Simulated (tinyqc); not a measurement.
# From bipolar thermal conductivity back to band gap E_g

Model: two-band model of a narrow-gap semiconductor with electrons and holes. Computed by tinyqc, a small Python program. Command: `OMP_NUM_THREADS=1 python tinyqc.py 3024015 3024016 out.jsonl bipolar inv`. One thread of a shared host (Intel(R) Xeon(R) Processor @ 2.30GHz), about 0.1 s of CPU time with the checks.

Two parabolic bands with acoustic scattering (r = -1/2, a = 0), a gap that does not change with T, and fully ionised dopants. Melting is ignored, so values above the melting point are formal, and kappa_L does not change with T. eta_n = (E_F - E_c)/(k_B T), eta_p = -eta_n - E_g/(k_B T).

Inputs (values chosen for the exercise, modelled on InAs):

| quantity | value | unit |
|---|---|---|
| electron mass m_n | 0.024 | m_0 |
| hole mass m_p | 0.42 | m_0 |
| electron mobility parameter mu_300,n | 28000 | cm^2/(V s) |
| hole mobility parameter mu_300,p | 440 | cm^2/(V s) |
| temperature exponent p | 1.5 | - |
| net doping N | 3.6e+16 | 1/cm^3 |
| lattice thermal conductivity kappa_L | 22 | W/(m K) |
| temperature T | 510 | K |

Doping: p-type.

Constants: k_B = 8.617333262e-05 eV/K; m_0 = 9.1093837015e-31 kg; k_B = 1.380649e-23 J/K; hbar = 1.054571817e-34 J s; e = 1.602176634e-19 C.

Method:
- With x = E/(k_B T), a = alpha k_B T (0 for a parabolic band), G = x (1 + a x), D = 1 + 2 a x and <y> = int y f (1 - f) dx, f = 1/(1 + exp(x - eta)): tau = tau_0 G^r/D; transport function s = G^(3/2 + r)/D^2; n = N_0 <G^(3/2)> with N_0 = (2 m k_B T)^(3/2)/(3 pi^2 hbar^3).
- Integrals over x = E/(k_B T) use 160 Gauss-Legendre points in u = sqrt(x) from 0 to sqrt(max(eta, 0) + 32).
- Neutrality: p - n = N, with n = N_0(m_n) <x^(3/2)> at eta_n and p = N_0(m_p) <x^(3/2)> at eta_p.
- sigma = e mu_0 N_0 <s> with mu_0 = e tau_0/m = mu_300 (T/300 K)^(-p); |S| = (k_B/e)(<x s>/<s> - eta); Lorenz number L = (k_B/e)^2 (<x^2 s>/<s> - (<x s>/<s>)^2); kappa_e = L sigma T; zT = S^2 sigma T/(kappa_L + kappa_e).
- Hall factor r_H = <x^(3/2)> <x^(1/2)>/<s>^2.
- Both bands together (these totals replace the one-band zT): sigma = sigma_n + sigma_p; S = (sigma_p |S_p| - sigma_n |S_n|)/sigma; kappa_bip = (sigma_n sigma_p/sigma)(|S_n| + |S_p|)^2 T; kappa_e = (L_n sigma_n + L_p sigma_p) T; zT = S^2 sigma T/(kappa_L + kappa_e + kappa_bip); weak-field R_H = (r_p sigma_p^2/p - r_n sigma_n^2/n)/(e sigma^2), where the Hall factors r_n and r_p are <x^(3/2)> <x^(1/2)>/<s>^2.

Question. A run gave the result below. Find the band gap E_g, known to lie between 0.2 and 0.68 eV.

bipolar thermal conductivity = 0.06507621 W/(m K)

Answer.

Each step takes the trial c = (a f_b - b f_a)/(f_b - f_a), f being the result less the target and a, b, c the logarithms of the listed values; c replaces end b, the old b replaces a if the sign of f changed, and otherwise f_a is halved.

Scan of the range:

| band gap E_g (eV) | bipolar thermal conductivity (W/(m K)) |
|---|---|
| 0.200 | 0.125912 |
| 0.245 | 0.102204 |
| 0.301 | 0.080531 |
| 0.369 | 0.065976 |
| 0.452 | 0.058654 |
| 0.555 | 0.030113 |
| 0.680 | 0.003518 |

False position (Illinois rule, in the logarithm of the input) inside the bracket:

| step | end a | end b | trial | bipolar thermal conductivity (W/(m K)) |
|---|---|---|---|---|
| 1 | 0.369000 | 0.452000 | 0.378319 | 0.0648603 |
| 2 | 0.369000 | 0.378319 | 0.375272 | 0.0652063 |
| 3 | 0.378319 | 0.375272 | 0.376415 | 0.0650745 |
| 4 | 0.375272 | 0.376415 | 0.376400 | 0.0650762 |
| 5 | 0.375272 | 0.376400 | 0.376400 | 0.0650762 |
| 6 | 0.376400 | 0.376400 | 0.376400 | 0.0650762 |

Bipolar thermal conductivity falls at every point of a 13-point scan of the range (every second point is shown), so one value fits; it is bracketed by 0.369 and 0.452. Answer: band gap E_g = 0.3764 eV.
